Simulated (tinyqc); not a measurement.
Inputs raised by 2 %, one at a time: quasi-harmonic thermal expansion with mode Grueneisen parameters. Computed by tinyqc, a small Python program. Command: `OMP_NUM_THREADS=1 python tinyqc.py 3000211 3000212 out.jsonl qha sens`. One thread of a shared host (Intel(R) Xeon(R) Processor @ 2.30GHz), about 0.07 s of CPU time with the checks.

A crystal with two atoms a cell; per atom there are 1 transverse acoustic (TA), 1/2 longitudinal acoustic (LA) and 3/2 optical (O) modes. Every frequency of group i scales as nu_i (V/V0)^(-gamma_i). Each group has one frequency. Static energy: E = (9 V0 B0/16) [y^3 B' + y^2 (2 - 4 y)], y = (V0/V)^(2/3) - 1, with pressure P_s = (3 B0/2) (z^7 - z^5) [1 + (3/4)(B' - 4)(z^2 - 1)], z = (V0/V)^(1/3).

Inputs (values chosen for the exercise, for a model crystal): static volume V0 = 19.7 angstrom^3/atom; static bulk modulus B0 = 161 GPa; static B' = 4.34; frequency nu_TA = 1.53 THz; frequency nu_LA = 3.08 THz; frequency nu_O = 5.57 THz; Grueneisen parameter gamma_TA = -0.24; Grueneisen parameter gamma_LA = 1.6; Grueneisen parameter gamma_O = 1.8; temperature T = 80 K; step factor f = 0.6.

Acoustic groups: Einstein.

Constants: h x 1 THz = 4.135667696 meV; k_B = 8.617333262e-05 eV/K; 1 eV/angstrom^3 = 160.2176634 GPa.

Method:
- For a mode with x = h nu/(k_B T), n = 1/(exp(x) - 1): U = h nu (n + 1/2), C/k_B = x^2 n (n + 1); U_i and C_i sum these over group i with its weight per atom.
- Phonon pressure P_ph = sum_i gamma_i U_i/V.
- gamma_th = sum gamma_i C_i / sum C_i; volume expansion coefficient alpha_V = gamma_th C k_B/(B0 V0); linear coefficient alpha_V/3; first-order volume change P_ph/B0.
- Start at V0 and step V(new) = V [1 + f (P_s + P_ph)/B0]; stop when |P_s + P_ph| < 1e-8 GPa, after 60 steps, or when V leaves 0.7 to 1.3 V0.
- B_T = -V d(P_s + P_ph)/dV at fixed T (central difference, step 1e-4 V); alpha_V = sum gamma_i C_i k_B/(B_T V), all at V(T); the linear coefficient is alpha_L = alpha_V/3.
- C_P - C_V = alpha_V^2 B_T V T; the optical frequency is nu_O (V/V0)^(-gamma_O).

Runs; columns: (1) input moved; (2) from; (3) to; (4) linear expansion coefficient (ppm/K); (5) volume change from V0 (%); (6) C_P - C_V (k_B/atom); (7) gamma_th at V0:
```
(1)                                   (2)      (3)    (4)     (5)        (6)     (7)
base run                                -        -  2.234  0.1952  8.239e-04  0.7847
static volume V0 (angstrom^3/atom)   19.7   20.094  2.190  0.1914  8.075e-04  0.7847
static bulk modulus B0 (GPa)          161   164.22  2.190  0.1914  8.075e-04  0.7847
static B'                            4.34   4.4268  2.234  0.1952  8.240e-04  0.7847
frequency nu_TA (THz)                1.53   1.5606  2.235  0.1952  8.245e-04  0.7861
Grueneisen parameter gamma_TA       -0.24  -0.2448  2.228  0.1950  8.191e-04  0.7824
Grueneisen parameter gamma_O          1.8    1.836  2.268  0.1986  8.491e-04  0.7965
temperature T (K)                      80     81.6  2.295  0.1963  8.867e-04  0.7953
```

Exponents ln(y'/y) / ln(x'/x):
```
input                          linear expansion coefficient  volume change from V0  C_P - C_V  gamma_th at V0
static volume V0                                     -1.007                 -1.001     -1.012           0.000
static bulk modulus B0                               -1.007                 -1.001     -1.012           0.000
static B'                                             0.009                  0.004      0.009           0.000
frequency nu_TA                                       0.020                 -0.006      0.041           0.088
Grueneisen parameter gamma_TA                        -0.148                 -0.046     -0.295          -0.148
Grueneisen parameter gamma_O                          0.760                  0.864      1.520           0.752
temperature T                                         1.356                  0.281      3.710           0.679
```

Among the inputs moved here: linear expansion coefficient answers most in size to temperature T (exponent +1.356), next to static volume V0 (-1.007). Its exponent -1.007 in static volume V0: alpha_L = gamma C/(3 B V). Its exponent -1.007 in static bulk modulus B0: alpha_L = gamma C/(3 B V). Volume change from V0 answers most in size to static volume V0 (exponent -1.001), and about equally to static bulk modulus B0 (-1.001). C_P - C_V answers most in size to temperature T (exponent +3.710), next to Grueneisen parameter gamma_O (+1.520). gamma_th at V0 answers most in size to Grueneisen parameter gamma_O (exponent +0.752), next to temperature T (+0.679); its exponent is below 0.0005 for static volume V0, static bulk modulus B0, static B'.
